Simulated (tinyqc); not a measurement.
Comparisons within one model: free-carrier optics of a doped semiconductor (Drude model with one polar phonon). A value that a table varies takes the place of the one given here.

eps(E) = ei [1 - Ep^2/(E^2 + i E Gam)] + (es - ei) wT^2/(wT^2 - E^2 - i E gT), with Ep^2 = 8 pi c (e^2/(4 pi eps0)) N/(m ei), c = hbar^2/2m0, N in 1/angstrom^3 (1e-24 per 1/cm^3); Gam = hbar/tau, tau = mu m m0/e with m0/e = 5.685630e-12 kg/C and mu in m^2/(V s). Energies in meV.

n + i k = sqrt(eps1 + i eps2) with k >= 0; R = ((n - 1)^2 + k^2)/((n + 1)^2 + k^2) at normal incidence from vacuum; alpha = 2 E k/(hbar c), times 1e8 for 1/cm; loss function Im(-1/eps) = eps2/(eps1^2 + eps2^2).

Constants: hbar^2/2m0 = 3.80998211 eV angstrom^2; e^2/(4 pi eps0) = 14.39964547 eV angstrom; hbar = 6.58211957e-16 eV s; hbar c = 1973.269805 eV angstrom.

Parameters, chosen for this exercise (mass and dielectric values near those of GaAs; N and mu are free inputs; interband absorption and the rise of the mass with filling are left out; shifted at random, so the results belong to these values and not to a real crystal): m = 0.0696 m0 (conductivity mass); ei = 10.98 (high-frequency dielectric constant); wT = 33.1 meV (TO phonon); es = 13.07 (static dielectric constant); N = 6.2e+17 1/cm^3 (carrier density); mu = 3500 cm^2/(V s) (mobility); gT = 0.8 meV (phonon damping); E = 40.7 meV (photon energy).

## The coupled modes against doping

L-, L+ solve E^4 - (wL^2 + Ep^2) E^2 + Ep^2 wT^2 = 0, wL = wT sqrt(es/ei); damping left out; energies in meV.

Modes:
```
N (1/cm^3)      Ep     L-      L+  Ep sqrt(ei/es)
2.0e+16       6.01   5.49   36.19            5.51
7.0e+16      11.24  10.22   36.42           10.30
2.0e+17      19.00  16.94   37.12           17.41
4.0e+17      26.86  22.97   38.70           24.62
7.0e+17      35.54  27.75   42.39           32.57
1.0e+18      42.48  29.86   47.08           38.93
3.0e+18      73.57  32.34   75.31           67.43
7.0e+18     112.38  32.81  113.39          103.01
2.0e+19     189.96  33.00  190.53          174.11
```

wL = 36.11 meV

At low density L- follows Ep sqrt(ei/es) (5.49 against 5.51), a plasmon screened by the lattice, and L+ starts at wL. At the highest density L- has come within 0.10 meV of wT, since the carriers screen the field that lifts wL, and L+ is within 0.57 meV of Ep. The branches are closest, 14.65 meV, at 7e+17 1/cm^3 of those listed. The mass is held fixed, while in a real band it rises with filling.

## Reflectance across the plasma edge

Spectrum:
```
E (meV)     eps1    eps2      R  alpha (1/cm)
3.3      -353.83  528.42  0.928      7.44e+03
10.0      -86.92   47.64  0.906      9.78e+03
16.7      -26.96   11.64  0.865      8.98e+03
23.4       -6.39    4.52  0.678      6.32e+03
28.4        4.04    3.10  0.175      2.09e+03
33.4      -40.89   56.56  0.806      2.52e+04
36.8       -6.68    2.15  0.814      9.76e+03
41.8        0.54    0.97  0.075      2.27e+03
50.2        4.54    0.50  0.132           599
66.9        7.57    0.20  0.218           252
100.3       9.51    0.06  0.260          98.9
167.2      10.46    0.01  0.278          33.8
```

Ep = 33.4 meV and Gam = 4.8 meV. R is 0.928 at the lowest energy and lowest, 0.075, at 41.8 meV of those listed; without damping and phonon it would vanish at Ep sqrt(ei/(ei - 1)) = 35.1 meV. At the highest energy R is 0.278, against 0.288 for ei alone. Between the last two rows alpha goes as E^-2.10, where the Drude limit far above Ep and Gam is E^-2. The phonon adds its own band of high reflectance between wT = 33.1 meV and about wL = 36.1 meV, which the rows may miss.

## Free-carrier absorption and index change in the near infrared

At the wavelengths listed E = hc/lambda (hc = 1239.841984 eV nm). Approximate forms: alpha = ei Ep^2 Gam/(E^2 sqrt(ei) hbar c) and dn = -sqrt(ei) Ep^2/(2 E^2). The phonon term is left out here.

Free carriers:
```
lambda (micrometre)  E (meV)  alpha (1/cm)  alpha, approximate        dn  dn, approximate
1.31                   946.4         0.997               0.997  -0.00207         -0.00207
1.55                   799.9          1.40                1.40  -0.00290         -0.00290
2.00                   619.9          2.33                2.32  -0.00483         -0.00482
3.00                   413.3          5.24                5.23   -0.0109          -0.0109
5.00                   248.0          14.6                14.5   -0.0303          -0.0301
8.00                   155.0          38.0                37.2   -0.0780          -0.0772
10.60                  117.0          68.0                65.3    -0.138           -0.135
```

At 1.55 micrometre alpha = 1.4 1/cm and dn = -0.0029; a phase shift of pi needs a length lambda/(2 |dn|) = 267 micrometre, over which the loss is 0.16 dB. The approximate alpha is within 5 % up to 10.6 micrometre of the wavelengths listed; it needs photon energies well above both Ep and Gam, which lie at 37.1 and 260.9 micrometre. Interband and intervalley absorption are left out.

## What moves the optical constants

At the energy E. Each row changes one parameter from the base and keeps the others.

Results:
```
case                  Ep (meV)  Gam (meV)       R  alpha (1/cm)
base                     33.45       4.75  0.2742      3.65e+03
N = 9.3e+17 1/cm^3       40.96       4.75  0.7563      8.45e+03
m = 0.0835 m0            30.54       3.96  0.0436      1.74e+03
mu = 2100 cm^2/(V s)     33.45       7.92  0.2230      4.00e+03
ei = 11.53               32.64       4.75  0.0448      1.79e+03
E = 48.8 meV             33.45       4.75  0.1169           673
```

The largest shifts from the base row, up to three for each result and ties (the steps differ in size, so this ranks the rows, not the parameters). Ep (meV): N +7.52, m -2.91, ei -0.81; unchanged at the printed digits by mu and E. Gam (meV): mu +3.17, m -0.79; unchanged at the printed digits by N, ei and E. R: N +0.4820, m -0.2307, ei -0.2294. alpha (1/cm): N +4.80e+03, E -2.98e+03, m -1.91e+03.

tinyqc: `OMP_NUM_THREADS=1 python tinyqc.py 1680088 1680089 out.jsonl`; about 0.01 s, one thread, shared Intel(R) Xeon(R) Processor @ 2.30GHz.
